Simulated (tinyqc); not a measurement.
Worked calculation: valley splitting of a silicon quantum well in envelope theory. Values are carried at full precision from step to step, so a last printed digit may differ when a step is redone from the rounded ones.

Constants: hbar^2/2m0 = 3.80998211 eV angstrom^2; kB = 8.617333262e-05 eV/K.

Values chosen for the exercise (near those of a strained Si well in SiGe; not measured data): k0 = 0.837 2 pi/a (valley position); a = 5.431 angstrom (lattice constant); ml = 0.934 m0 (mass along z); F = 1.1 mV/nm (field pressing towards the upper interface); w = 0.9 angstrom (interface width parameter); L = 44 angstrom (well width); V0 = 0.2 eV (conduction offset); C0 = 0.254 (Bloch overlap factor); Yb = 0.3 (Ge share of the barrier); Yw = 0.05 (Ge share of the well); ad = 190 angstrom (dot radius).

## Wave number and lengths

q = 2 k0 (2 pi/a), its wavelength, the field length (c/(ml e F))^(1/3) with c = hbar^2/2m0 and 1 mV/nm = 1e-4 eV/angstrom, and the damping factor y/sinh(y), y = pi q w, of a step smoothed as 1/(1 + exp(z/w)).

q = 1.9367 1/angstrom
wavelength = 3.244 angstrom
field length = 33.3 angstrom
damping factor = 0.0459

## The envelope

The well lies at 0 < z < L; U(z) = V0 [1/(1 + exp(z/w)) + 1/(1 + exp((L - z)/w))] - e F z, 1 mV/nm = 1e-4 eV/angstrom. The envelope psi solves -(c/ml) psi'' + U psi = E psi, c = hbar^2/2m0, by three-point differences on a grid of 0.1 angstrom from -40 to L + 40 angstrom. The two valleys at +/- k0 couple through D = C0 times the integral of exp(-i q z) U(z) psi^2, q = 2 k0 (2 pi/a), and split by Ev = 2|D|.

Two lowest levels, mean position, and psi^2 at both interfaces.

levels (meV): 12.35  55.56

<z> = 22.5 angstrom
psi^2 at z = 0 and L (1/angstrom): 0.00224  0.00273

The field makes psi^2 at the upper interface 1.22 times that at the lower one. The orbital spacing is 43.2 meV.

## Contributions to the coupling

Split D into the lower barrier, the upper barrier and the field term.

Parts of D (micro-eV):

| part | real | imaginary | size |
|---|---|---|---|
| lower barrier | 2.845 | 1.217 | 3.095 |
| upper barrier | -2.602 | 2.744 | 3.782 |
| field term | -0.002 | 0.001 | 0.002 |

## Valley splitting and phase

The inter-valley coupling D is the sum of the complex parts; Ev = 2|D|, the valley phase is arg D, and kB T equals Ev at T = Ev/kB.

Ev = 7.94 micro-eV
phase = 1.51 rad
T = 0.092 K

The upper barrier gives the largest part.

## Alloy disorder

Random alloy: with Y(z) = Yw + (Yb - Yw) B(z), B the bracket in U, and in-plane density exp(-r^2/ad^2)/(pi ad^2), D gains a random complex part of variance sigma^2 = (C0^2/pi)(a^2 V0/(8 ad (Yb - Yw)))^2 (4/a) times the integral of psi^4 Y (1 - Y). Alone it gives a mean splitting sqrt(pi) sigma; together with the smooth part the rms splitting is 2 sqrt(|D|^2 + sigma^2).

Give the integral, sigma, the mean splitting from disorder alone and the rms total.

integral = 0.00136 1/angstrom
sigma = 70.3 micro-eV
sqrt(pi) sigma = 124.6 micro-eV
rms splitting = 140.9 micro-eV

|D|/sigma = 0.06: disorder dominates, so the splitting scatters from dot to dot down to zero.

## Checks

- Lowest level for sharp walls and no field against the square well, meV: both 14.3.
- Size of one barrier part in that case against C0 V0 psi(0)^2/sqrt(q^2 + 4 kappa^2), micro-eV: both 68.

Computed by tinyqc, a small Python program: `OMP_NUM_THREADS=1 python tinyqc.py 1280023 1280024 out.jsonl` (the numbers bound the seed that draws the inputs); one thread of a shared host (Intel(R) Xeon(R) Processor @ 2.30GHz), about 0.09 s for the whole set of steps.
